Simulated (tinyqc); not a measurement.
Biaxially strained (001) channel, valley splitting in an inversion layer: one step of the calculation.

A thin layer grown on a relaxed buffer is stretched in the plane. The two valleys with their long axis along the growth direction (D2) sink against the four in-plane ones (D4); confinement in a triangular well splits them too. Only the lowest subband of each set is kept; one relaxation time, so the weakening of intervalley scattering is left out.

Task. Strain, stress and splitting. e_par = b1 x, e_perp = -2 (c12/c11) e_par, splitting D = Xu (e_par - e_perp), in-plane stress (c11 + c12 - 2 c12^2/c11) e_par.

Values chosen for this exercise; values close to those of silicon on relaxed silicon-germanium: germanium share of the relaxed buffer x = 0.35; lattice mismatch per unit x b1 = 0.0418; elastic constant c11 = 167 GPa; elastic constant c12 = 63.8 GPa; shear deformation potential Xu = 8.86 eV.

Find: e_par; e_perp; D; stress.

Result.

e_par = 1.4630 %
e_perp = -1.1178 %
D = 228.66 meV
stress = 2.6634 GPa

Numbers from tinyqc (`OMP_NUM_THREADS=1 python tinyqc.py 2530097 2530098 out.jsonl`; about 0.01 s on one thread of a shared Intel Xeon 2.30GHz).
